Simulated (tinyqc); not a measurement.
What the corrections do to the levels: formation energy of a charged point defect from supercell energies. Computed by tinyqc, a small Python program. Command: `OMP_NUM_THREADS=1 python tinyqc.py 3025209 3025210 out.jsonl formation walk`. One thread of a shared host (Intel(R) Xeon(R) Processor @ 2.30GHz), about 0.01 s of CPU time with the checks.

The host is a compound AB. Making the defect adds n_A = 0, n_B = -1, n_X = 1 atoms to the cell. All total energies are inputs. E_F is counted from the valence-band maximum (VBM); x = 0 is A-rich and x = 1 B-rich growth.

Inputs (values chosen for the exercise, with gap and screening modelled on AlN):
```
quantity                      value      unit
E_VBM of the host cell         2.64        eV
potential alignment dV       -0.035        eV
dielectric constant eps         8.3         -
cell length L                  17.8  angstrom
mu_B of the pure element      -4.55        eV
formation enthalpy dH of AB   -3.45        eV
growth condition x             0.31         -
mu_X of the pure element     -1.569        eV
formation enthalpy of AX      -0.62        eV
```

Defect: impurity X on a B site. Supercell lattice: fcc.

charge states q: 0  -1  -2  -3

E(defect, q) - E(host), in the order of q (eV): 7.439  12.601  19.805  27.065

Constants: e^2/(4 pi eps_0) = 14.39964548 eV angstrom.

Method:
- dmu_A = x dH and dmu_B = (1 - x) dH, so that dmu_A + dmu_B = dH; mu = mu(element) + dmu. The impurity is held at its solubility limit: dmu_X = min(0, dH(AX) - dmu_A).
- The reservoir term is sum n_i mu_i.
- Image-charge correction of a point charge in a neutralising background: E_corr = q^2 alpha e^2/(4 pi eps_0) / (2 eps L), alpha = 2.888282 for a fcc array with L the cube root of the volume.
- E_f(q, E_F) = [E(defect, q) - E(host)] - sum n_i mu_i + q (E_VBM + dV + E_F) + E_corr(q).
- Levels eps(q/q-1) with the terms q dV and E_corr left out or kept.

E_f(q, 0) (eV): (q=0) 2.0775, (q=-1) 4.7753, (q=-2) 9.7965, (q=-3) 15.1553

E_corr (eV): (q=0) 0.00000, (q=-1) 0.14075, (q=-2) 0.56302, (q=-3) 1.26679

Levels above the VBM (eV):
```
level       raw  with alignment  with image charge  with both
(0/-1)   2.5220          2.5570             2.6628     2.6978
(-1/-2)  4.5640          4.5990             4.9863     5.0213
(-2/-3)  4.6200          4.6550             5.3238     5.3588
```

What follows from these numbers?

Alignment moves every level by -dV = +0.035 eV. The image term moves eps(q/q-1) by (1 - 2q) E_corr(1): (0/-1) by +0.141, (-1/-2) by +0.422, (-2/-3) by +0.704 eV, donor levels down and acceptor levels up. It adds 2 E_corr(1) = 0.282 eV to every U.
